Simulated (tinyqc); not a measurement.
# p-type polysilicon, carrier trapping at grain boundaries, step by step

tinyqc, about 0.01 s, one thread, Intel Xeon 2.30GHz (shared host): `OMP_NUM_THREADS=1 python tinyqc.py 2830191 2830192 out.jsonl` Printed values are rounded.

One-dimensional grains of size Lg, uniform ionised doping N, monovalent traps Qt at each boundary at a depth Et below (for electrons) or above (for holes) the band edge there, abrupt depletion of width W on each side of a boundary, Boltzmann statistics. xi is the distance from the band edge at the grain centre to the Fermi level. Trapped charge Qt/(1 + exp((xi + VB - Et)/Vt)) = 2 N W, barrier VB = q N W^2/(2 eps0 eps_r).

Inputs (values chosen for the exercise); values of the order met in polycrystalline silicon:
```
symbol,value,unit,meaning
T,250,K,temperature
eps_r,11.7,,relative permittivity
NB,2.02e19,cm^-3,valence-band density of states at T
Lg,72,nm,grain size
Qt,3.7e12,cm^-2,trap density of a grain boundary
Et,0.38,eV,depth of the trap level from the majority band edge at the boundary
ms,0.52,m0,mass for thermionic emission
fe,0.12,,correction factor of the emission rate
mug,46,cm^2/(V s),mobility inside the grains
N,1.7e18,cm^-3,doping
```

Constants: q = 1.602176634e-19 C, kB = 1.380649e-23 J/K, m0 = 9.1093837015e-31 kg, Vt = kB T/q, eps0 = 8.8541878128e-14 F/cm where lengths are in cm. Results are converted to the units shown.

## Starting value

W = 6.5 nm.

W at the start = 6.5 nm

## Iteration 1: new W

Partly depleted grain, xi = Vt ln(NB/N): f = 1/(1 + exp((xi + VB - Et)/Vt)), g = Qt f - 2 N W, g' = -2 Qt f (1 - f) VB/(W Vt) - 2 N, W(new) = W - g/g'.

VB = 0.0555420 V
f = 0.999997
g = 1.48999e12 cm^-2
g' = -3.40010e11 cm^-2/nm
W after iteration 1 = 10.8822 nm

## Iteration 2: new W

As before.

VB = 0.155678 V
f = 0.999643
g = -1.26408e9 cm^-2
g' = -3.41753e11 cm^-2/nm
W after iteration 2 = 10.8785 nm

## Iteration 3: new W

As before.

VB = 0.155572 V
f = 0.999645
g = -16989.2 cm^-2
g' = -3.41744e11 cm^-2/nm
W after iteration 3 = 10.8785 nm

## Course of the iteration

Stop when the step is below 1e-10 nm, or after 40 iterations.

Course of the iteration:
```
iteration  W before the step (nm)  step (nm)
1                             6.5       4.38
2                         10.8822   -3.70e-3
3                         10.8785   -4.97e-8
4                         10.8785    < 1e-12
```

Converged in 4 iterations.

## Depletion width, Fermi level and barrier

If the trap equation with xi = Vt ln(NB/N) has a root W < Lg/2, the grain is partly depleted; otherwise W = Lg/2 and the trap equation gives xi = Et - VB + Vt ln(Qt/(N Lg) - 1). N* = Qt/Lg.

N* = 5.13889e17 cm^-3
W = 10.8785 nm
xi = 0.0533209 V
VB = 0.155572 V
share of traps filled = 0.999645

N is 3.31 N*, and the grain is partly depleted; VB = 7.22 Vt.

## Resistivity and effective mobility

n0 = NB exp(-xi/Vt); mean density n0 (1 - 2 W/Lg) by charge balance in a partly depleted grain, and n0 (sqrt(pi)/2) erf(u)/u with u = sqrt(VB/Vt) in a fully depleted one; v = sqrt(kB T/(2 pi ms m0)); barrier resistivity Vt exp(VB/Vt)/(q fe n0 v Lg); grain resistivity (1 - 2 W/Lg)/(q n0 mug); effective mobility 1/(q mean density total resistivity).

n0 = 1.7e18 cm^-3
mean density = 1.18629e18 cm^-3
v = 3.40546e6 cm/s
barrier resistivity = 36.7841 ohm cm
grain resistivity = 0.0556963 ohm cm
resistivity = 36.8398 ohm cm
effective mobility = 0.142817 cm^2/(V s)

The resistivity is 462 times that of a single crystal with the same N and mobility mug, and the mean density is 69.8 % of N.
